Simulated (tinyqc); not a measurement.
From lone donors to an impurity band: impurity band of shallow donors (Hubbard estimate).

Constants: e^2/(4 pi eps0) = 14.39964547 eV angstrom.

Inputs chosen for the exercise (out of a larger set: near those of two donors in GaAs; not measured data): a = 98.7 angstrom (orbital radius); eps = 12.8 (dielectric constant); Ns = (0.00021, 0.00053, 0.0013, 0.0032, 0.0074, 0.016, 0.032) x 1e18/cm^3 (donor densities).

Donors on a simple cubic lattice of spacing R = N^(-1/3) (1/angstrom^3 = 1e24/cm^3), Ha* = q/(eps a), q = e^2/(4 pi eps0), x = R/a. Hopping t = Ha* (1 + x) exp(-x), band width B = 12 t, on-site repulsion U = (5/8) Ha*; the gap closes near B/U = 1.15. Valley factors and disorder are left out.

Results:
```
N (1e18/cm^3)  R (angstrom)  N^(1/3) a   t (meV)   B (meV)       B/U
0.00021              1682.4      0.059  8.14e-06  9.76e-05  1.37e-05
0.00053              1235.7      0.080  0.000563   0.00676  0.000949
0.0013                916.3      0.108    0.0109     0.131    0.0184
0.0032                678.6      0.145    0.0927      1.11     0.156
0.0074                513.2      0.192     0.390      4.68     0.657
0.016                 396.9      0.249      1.03      12.3      1.73
0.032                 315.0      0.313      1.96      23.6      3.31
```

B/U passes 1.15 between 0.0074 and 0.016 x 1e18/cm^3; the root is x = 4.52, N^(1/3) a = 0.221, N = 0.011 x 1e18/cm^3, below the 0.018 that the empirical rule N^(1/3) a = 0.26 gives; the estimate is rough, since random positions, the overlap of the orbitals and screening are left out. While N grows by 152 times, t grows by 2.41e+05 times.

Program tinyqc; command `OMP_NUM_THREADS=1 python tinyqc.py 1282058 1282059 out.jsonl`; about 0.01 s on one thread of a shared Intel(R) Xeon(R) Processor @ 2.30GHz.
